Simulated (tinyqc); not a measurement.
The Fermi level, mass and scattering length from S, n and sigma.

Question. Bulk parabolic band, x = (E - Ec)/kB T, C = hbar^2/(2 m0), kB T in eV. Modes per area gv m kB T x/(4 pi C) times the back-scattering length l0 x^rr give the transport function s0 X(x), s0 = (2 q^2/h) gv m kB T l0/(4 pi C), X = x^(1 + rr). I_k = int X (x - eta)^k w dx, w = 1/(4 cosh^2((x - eta)/2)). sigma = s0 I_0, S = -(kB/q) I_1/I_0; n = 2 gv (m kB T/(4 pi C))^1.5 F(eta), F(y) = (2/sqrt(pi)) int_0^infinity sqrt(u)/(1 + exp(u - y)) du. Find eta, m and l0.

Parameters, values chosen for the exercise: temperature T = 500 K; valleys gv = 4; energy exponent of that length rr = 0.5.

Constants: q = 1.602176634e-19 C, kB = 1.380649e-23 J/K, hbar = 1.054571817e-34 J s, h = 6.62607015e-34 J s, m0 = 9.1093837015e-31 kg, Vt = kB T/q, hbar^2/(2 m0) = 0.0380998212 eV nm^2. Results are converted to the units shown.

S = -99.703889 uV/K
n = 8.5658069e20 cm^-3
sigma = 23461.019 S/cm

Solution. |S| falls steadily as eta rises and depends on nothing else, so it fixes eta; n then gives m, and sigma gives l0.

eta = 3.700
m = 0.7700 m0
l0 = 14.00 nm

Numbers from tinyqc (`OMP_NUM_THREADS=1 python tinyqc.py 2800105 2800106 out.jsonl`; about 0.05 s on one thread of a shared Intel Xeon 2.30GHz).
